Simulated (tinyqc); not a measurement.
Worked calculation: RKS/LDA (PW92) in the 6-31g basis, for H2, spin multiplicity 1. One step of it, computed by the program tinyqc.

Question. Iteration 1: building the Kohn-Sham matrix. J_ij = sum D_kl (ij|kl); F = H + J + V_xc; E = tr D H + tr D J / 2 + E_xc + E_nn.

D at the start:
```
,1H 1s,1H 2s,2H 1s,2H 2s
1H 1s,0.231163,0.216145,0.231163,0.216145
1H 2s,0.216145,0.202102,0.216145,0.202102
2H 1s,0.231163,0.216145,0.231163,0.216145
2H 2s,0.216145,0.202102,0.216145,0.202102
```

core Hamiltonian H = T + V (hartree):
```
,1H 1s,1H 2s,2H 1s,2H 2s
1H 1s,-0.668696,-0.752748,-0.229276,-0.413437
1H 2s,-0.752748,-0.789231,-0.413437,-0.582835
2H 1s,-0.229276,-0.413437,-0.668696,-0.752748
2H 2s,-0.413437,-0.582835,-0.752748,-0.789231
```

Two-electron integrals (ij|kl) in chemists' order, unique and non-zero (hartree):
```
i,j,k,l,(ij|kl)
1,1,1,1,1.076566
2,1,1,1,0.578470
2,1,2,1,0.329423
2,2,1,1,0.587396
2,2,2,1,0.361304
2,2,2,2,0.453150
3,1,1,1,0.080409
3,1,2,1,0.048177
3,1,2,2,0.056989
3,1,3,1,0.011378
3,2,1,1,0.147183
3,2,2,1,0.093878
3,2,2,2,0.126025
3,2,3,1,0.025050
3,2,3,2,0.068696
3,3,1,1,0.409962
3,3,2,1,0.267731
3,3,2,2,0.380767
3,3,3,1,0.080409
3,3,3,2,0.254413
3,3,3,3,1.076566
4,1,1,1,0.254413
4,1,2,1,0.146366
4,1,2,2,0.163152
4,1,3,1,0.025050
4,1,3,2,0.050337
4,1,3,3,0.147183
4,1,4,1,0.068696
4,2,1,1,0.321086
4,2,2,1,0.200537
4,2,2,2,0.260405
4,2,3,1,0.039845
4,2,3,2,0.098175
4,2,3,3,0.321086
4,2,4,1,0.098175
4,2,4,2,0.174560
4,3,1,1,0.267731
4,3,2,1,0.173826
4,3,2,2,0.244954
4,3,3,1,0.048177
4,3,3,2,0.146366
4,3,3,3,0.578470
4,3,4,1,0.093878
4,3,4,2,0.200537
4,3,4,3,0.329423
4,4,1,1,0.380767
4,4,2,1,0.244954
4,4,2,2,0.342425
4,4,3,1,0.056989
4,4,3,2,0.163152
4,4,3,3,0.587396
4,4,4,1,0.126025
4,4,4,2,0.260405
4,4,4,3,0.361304
4,4,4,4,0.453150
```

nuclear repulsion = 0.41117110 hartree

V_xc (hartree):
```
,1H 1s,1H 2s,2H 1s,2H 2s
1H 1s,-0.477827,-0.262636,-0.049899,-0.124213
1H 2s,-0.262636,-0.273322,-0.124213,-0.184226
2H 1s,-0.049899,-0.124213,-0.477827,-0.262636
2H 2s,-0.124213,-0.184226,-0.262636,-0.273322
```

E_xc = sum of w rho eps_xc = -0.58493798 hartree

Give: Coulomb J; Kohn-Sham matrix F; total energy of this density.

Answer.

Coulomb J (hartree):
```
,1H 1s,1H 2s,2H 1s,2H 2s
1H 1s,1.2457,0.7429,0.1449,0.3579
1H 2s,0.7429,0.9033,0.3579,0.6009
2H 1s,0.1449,0.3579,1.2457,0.7429
2H 2s,0.3579,0.6009,0.7429,0.9033
```

Kohn-Sham matrix F (hartree):
```
,1H 1s,1H 2s,2H 1s,2H 2s
1H 1s,0.0991,-0.2725,-0.1343,-0.1798
1H 2s,-0.2725,-0.1593,-0.1798,-0.1661
2H 1s,-0.1343,-0.1798,0.0991,-0.2725
2H 2s,-0.1798,-0.1661,-0.2725,-0.1593
```

total energy of this density = -1.050493 hartree
